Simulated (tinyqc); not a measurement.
Length of a polyene: Hueckel, PPP and singles CI along the polyenes. Computed by the program tinyqc. Hueckel uses the same beta without repulsion; CIS keeps all single excitations and so misses the low, doubly excited 2Ag state. W is the valence ionisation energy of a centre, MN the Mataga-Nishimoto formula, f the oscillator strength.

All-trans chains of carbon centres 1.40 angstrom apart:

| parameter | value |
|---|---|
| beta (eV), times 1 +/- alternation | -2.400000 |
| alternation | 0 |
| W (eV) | 11.160000 |
| gamma_rr (eV) | 11.250000 |
| repulsion formula | MN |

Gaps and excitations (eV):

| centres | Hueckel gap | PPP orbital gap | bright singlet (CIS) | f | lowest triplet (CIS) |
|---|---|---|---|---|---|
| 2 | 4.800 | 10.173 | 7.738 | 0.663 | 1.862 |
| 4 | 2.967 | 7.684 | 5.394 | 1.124 | 0.957 |
| 6 | 2.136 | 6.413 | 4.268 | 1.620 | 0.552 |
| 8 | 1.667 | 5.633 | 3.592 | 2.103 | 0.329 |
| 10 | 1.366 | 5.103 | 3.135 | 2.563 | 0.189 |

What does the comparison show, and why?

The Hueckel gap tends to 4 x alternation x |beta| = 0.00 eV for long chains (zero without alternation, falling as 1/N). Exchange opens the PPP orbital gap, and the attraction of electron and hole brings the bright state 1.97 eV below it at 10 centres; the triplet lies 2.95 eV lower still.
